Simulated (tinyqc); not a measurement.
Changing the barrier E2 (exchange): five-frequency model of solute diffusion by vacancies in an fcc metal. Computed by tinyqc, a small Python program. Command: `OMP_NUM_THREADS=1 python tinyqc.py 3018173 3018174 out.jsonl fivefreq sweep`. One thread of a shared host (Intel(R) Xeon(R) Processor @ 2.30GHz), about 0.01 s of CPU time with the checks.

A vacancy next to the solute exchanges with it (w2), jumps to one of 4 sites that also neighbour the solute (w1) or to one of 7 that do not (w3); w4 is the reverse of w3 and w0 the host jump.

Inputs (values chosen for the exercise, for a model solute in a host close to aluminium):
```
quantity                                      value      unit
barrier E0 (host jump)                        0.588        eV
barrier E1 (vacancy circles the solute)       0.673        eV
barrier E3 (dissociation)                     0.647        eV
binding energy E_b (positive for attraction)    0.2        eV
vacancy formation energy E_f                  0.651        eV
formation entropy S_f                           2.9       k_B
attempt frequency nu                              7       THz
lattice constant a                             4.05  angstrom
temperature T                                   479         K
```

Constants: k_B = 8.617333262e-05 eV/K.

Method:
- w_i = nu exp(-E_i/(k_B T)); detailed balance gives E4 = E3 - E_b.
- Manning: with y = w4/w0, 7F = 7 - (10 y^4 + 180.5 y^3 + 927 y^2 + 1341 y)/(2 y^4 + 40.2 y^3 + 254 y^2 + 597 y + 436); f2 = (2 w1 + 7F w3)/(2 w2 + 2 w1 + 7F w3).
- The mean cosine between successive solute jumps follows from f2 = (1 + c)/(1 - c).
- c_v = exp(S_f - E_f/(k_B T)); host D0 = a^2 c_v w0 x 0.7815; solute D2 = a^2 c_v exp(E_b/(k_B T)) w2 f2; 1 angstrom^2 = 1e-16 cm^2.

One run for each value:
```
barrier E2 (exchange) (eV)  correlation factor f2  ratio D2/D0  solute diffusivity D2 (cm^2/s)
0.19                                   2.6204e-05   6.5655e+01                      9.8531e-13
0.28                                   2.3185e-04   6.5642e+01                      9.8511e-13
0.36                                   1.6081e-03   6.5551e+01                      9.8375e-13
0.45                                   1.4054e-02   6.4734e+01                      9.7149e-13
0.54                                   1.1202e-01   5.8302e+01                      8.7496e-13
0.63                                   5.2750e-01   3.1023e+01                      4.6557e-13
0.71                                   8.8577e-01   7.5001e+00                      1.1256e-13
0.80                                   9.8564e-01   9.4304e-01                      1.4153e-14
0.89                                   9.9836e-01   1.0794e-01                      1.6198e-15
```

Over the rows, correlation factor f2 rises from 2.62e-5 to 0.998 (exponent d ln y / d ln x 5.6 between the first rows and 0.12 between the last); ratio D2/D0 falls from 65.7 to 0.108 (exponent d ln y / d ln x -5.3e-4 between the first rows and -20 between the last); solute diffusivity D2 (cm^2/s) falls from 9.85e-13 to 1.62e-15 (exponent d ln y / d ln x -5.3e-4 between the first rows and -20 between the last). At the low end the exponent of solute diffusivity D2 is 0.00, close to 0: w2 f2 no longer depends on w2 when exchange is fast. Lowering E2 helps only until exchange outruns the other jumps: over the first step D2 changes by a factor 1.00, over the last by 8.74.
